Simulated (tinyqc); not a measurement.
The internal displacement: deformation potentials from a strained empirical pseudopotential.

Diamond lattice, no spin-orbit coupling. Atomic form factor V(q) = a1 (q^2 - a2)/(a3 exp(a4 q^2) - 1) in rydberg with q in 1/bohr, for the unstrained cell. Under a strain e the reciprocal vectors and k go over into (1 + e)^(-1) G, the atoms sit at +/- tau with tau = (1 + e) a (1,1,1)/8 - zeta a (eyz, ezx, exy)/4, and H(G,G') = c |k + G|^2 delta + (V(q)/det(1 + e)) cos(q.tau), q = G - G', with the term q = 0 left out; c = hbar^2/2m0. The basis is fixed before straining: all G with |k + G|^2 up to 16 (2 pi/a)^2. k is given in units of 2 pi/a of the unstrained cell.

Constants: hbar^2/2m0 = 3.80998211 eV angstrom^2; Ry = 13.60569312 eV; a0 (Bohr radius) = 0.5291772105 angstrom.

Values chosen for the exercise (out of a larger set: a germanium-sized cell with gaps well above those of Ge; not measured data):
- a = 5.66 angstrom (lattice constant)
- A = (0.397, 2.398, 2.04, 0.452) (a1 (Ry bohr^2), a2 (1/bohr^2), a3, a4 (bohr^2))
- h = 0.005 (size of the test strain)

Xu of L (level 5, the lowest empty one) and d from exy = eyz = ezx = h for several zeta: Xu = [E(L [111]) - E(L [1-1-1])]/((8/3) h), d = (single valence level - pair)/(3 sqrt(3) h). zeta = 0 strains the bonds with the lattice; zeta = 1 keeps all four bond lengths equal to first order.

Results:

| zeta | Xu (L) (eV) | d (eV) |
|---|---|---|
| 0.00 | 9.07 | 1.88 |
| 0.25 | 10.20 | -0.53 |
| 0.50 | 11.34 | -2.94 |
| 0.60 | 11.80 | -3.90 |
| 0.75 | 12.50 | -5.35 |
| 1.00 | 13.67 | -7.75 |

From zeta = 0 to 1, d goes from 1.88 to -7.75 eV and Xu (L) from 9.07 to 13.67 eV, both nearly linearly: the displacement is an optical-phonon mode, and d = d(0) - zeta d0/4 gives its deformation potential d0 = 39 eV. Leaving the relaxation out (zeta = 0 for 0.5) moves d by +4.82 eV, which reverses its sign, and Xu (L) by -2.27 eV. Tetragonal strain has no such freedom.

tinyqc: `OMP_NUM_THREADS=1 python tinyqc.py 1850797 1850798 out.jsonl`; about 0.2 s, one thread, shared Intel(R) Xeon(R) Processor @ 2.30GHz.
